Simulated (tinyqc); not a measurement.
What each change does: thin (001) film in sp3s* tight binding with raised dangling bonds.

Planes alternate anion (a), cation (c) along [001], a/4 apart, starting with an anion; zero in-plane momentum; levels counted from the bulk Ev, the lower root of [[Epa, Vxx], [Vxx, Epc]]; no spin-orbit coupling. Block of s, pz, s*: from an anion to the cation above, Vss/2 (s,s), Vsapc/2 (s,z), -Vscpa/2 (z,s), Vxx/2 (z,z), Vxapc/2 (s*,z), -Vpaxc/2 (z,s*); to the cation below the same with the s-z and s*-z signs reversed. Block of u = (px + py)/sqrt2 and v = (px - py)/sqrt2: to the cation above (Vxx + Vxy)/2 for u and (Vxx - Vxy)/2 for v, to the cation below the reverse. Each surface atom has two dangling sp3 hybrids; raising both by dl adds (dl/2) [[1, t], [t, 1]] to its s, pz levels (t = -1 at the bottom face, +1 at the top) and dl to the one of u, v in whose plane the missing bonds lie (v for a bottom anion or a top cation, u for a top anion).

Inputs chosen for the exercise (out of a larger set: near a published set for Si, fitted to gaps, whose masses and valley positions are rough; not measured data):
- p = (-4.218, 1.707, -4.218, 1.707, 6.632, 6.632, -8.306, 1.705, 4.583, 5.715, 5.715, 5.377, 5.377) eV (order Esa, Epa, Esc, Epc, Exa, Exc, Vss, Vxx, Vxy, Vsapc, Vscpa, Vxapc, Vpaxc)
- Nw = 25 (planes in the thicker film)
- dp = 30 eV (value of dl for the passivated films)

edges (eV): Gamma 3.41000, Delta 1.13198

A film of Nw planes with shift dp: highest level below mid-gap (half the lower bulk edge) and the two lowest above.

One parameter was then changed.

Results before and after:

| case | Ev1 (eV) | Ec1 (eV) | Ec2 (eV) |
|---|---|---|---|
| base | -0.0678 | 1.1709 | 1.1749 |
| changed | -0.0584 | 1.1693 | 1.1703 |

Which of these changes was made? (a) Nw = 26; (b) dp = 15 eV.
Answer: (a) Nw = 26. Of the candidates, run in turn, only this one gives the changed row.

All candidates:

| case | Ev1 (eV) | Ec1 (eV) | Ec2 (eV) |
|---|---|---|---|
| base | -0.0678 | 1.1709 | 1.1749 |
| Nw = 26 | -0.0584 | 1.1693 | 1.1703 |
| dp = 15 eV | -0.0684 | 1.1707 | 1.1747 |

An odd change of Nw also changes which atoms end the film, so levels need not move as thickness alone would move them; the row for dp shows how far the passivation is from converged.

Program tinyqc; command `OMP_NUM_THREADS=1 python tinyqc.py 1450496 1450497 out.jsonl`; about 0.5 s on one thread of a shared Intel(R) Xeon(R) Processor @ 2.30GHz.
